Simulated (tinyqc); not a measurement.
Shape against the ratio gamma(100)/gamma(111): equilibrium crystal shape, supported particles, Gibbs-Thomson effect and coarsening. Computed by tinyqc, a small Python program. Command: `OMP_NUM_THREADS=1 python tinyqc.py 3000041 3000042 out.jsonl wulff walk`. One thread of a shared host (Intel(R) Xeon(R) Processor @ 2.30GHz), about 0.04 s of CPU time with the checks.

A cubic crystal bounded by {100}, {110} and {111} facets only.

Inputs (values chosen for the exercise, for a model metal): lattice constant a = 3.05 angstrom; first-neighbour bond energy e1 = 0.165 eV; second-neighbour bond energy e2 = 0.2 eV.

Surface energies: broken bonds, bcc.

Constants: 1 eV/angstrom^2 = 16.02176634 J/m^2.

Method:
- A cut with normal n breaks sum_R |R.n|/(2 Omega) bonds per area (R over all neighbours of a shell) and makes two surfaces: gamma = sum over shells e_s sum_R |R.n|/(4 Omega). bcc: 8 neighbours a/2 (1,1,1), 6 at a (1,0,0), Omega = a^3/2.
- Wulff construction: the facet planes lie at distances lambda gamma from the centre, and the shape is the region inside all of them; V = (1/3) sum of area x distance. gamma_mean = sum A gamma / sum A; shape factor eta = A/V^(2/3) (4.836 for a sphere).
- gamma(110)/gamma(111) is held at the value of this crystal.

gamma (J/m^2): (100) 0.91282, (110) 0.88903, (111) 1.08884

Area fractions:
```
gamma(100)/gamma(111)   {100}   {110}  {111}     eta
0.503                  1.0000  0.0000      0  6.0000
0.550                  1.0000  0.0000      0  6.0000
0.604                  0.8770  0.1230      0  5.7297
0.713                  0.4995  0.5005      0  5.2444
0.838                  0.2333  0.7667      0  5.1624
0.939                  0.1029  0.8971      0  5.2180
1.090                  0.0089  0.9911      0  5.3282
1.750                  0.0000  1.0000      0  5.3454
```

{100} holds 100 % of the area in the first row and 0 % in the last; without {110} the limits are a cube below 1/sqrt(3) = 0.577 and an octahedron above sqrt(3) = 1.732. The roundest shape among these rows (eta = 5.162) is at the ratio 0.838; {110} shows in 6 rows.
